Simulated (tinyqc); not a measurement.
Gate sheet resistance from two finger widths.

Question. At low frequency R = Rsh Wf/(3 L) + B/Wf, where B collects the channel and vertical terms. Find Rsh, B and the width of lowest R.

Values chosen for this exercise: channel length L = 0.91 um.

input resistance of single fingers, contacted at one end, of width 0.73 and 6.3 um (ohm): 80.057053  84.407814

Answer. R Wf is a straight line in Wf^2; the minimum of R lies where both terms are equal.

Rsh = 33.00 ohm/square
B = 52.00 ohm um
width of lowest R = 2.074 um

Computed by the program tinyqc: `OMP_NUM_THREADS=1 python tinyqc.py 2262134 2262135 out.jsonl`, one thread of a shared Intel Xeon 2.30GHz, about 0.01 s for the whole run.
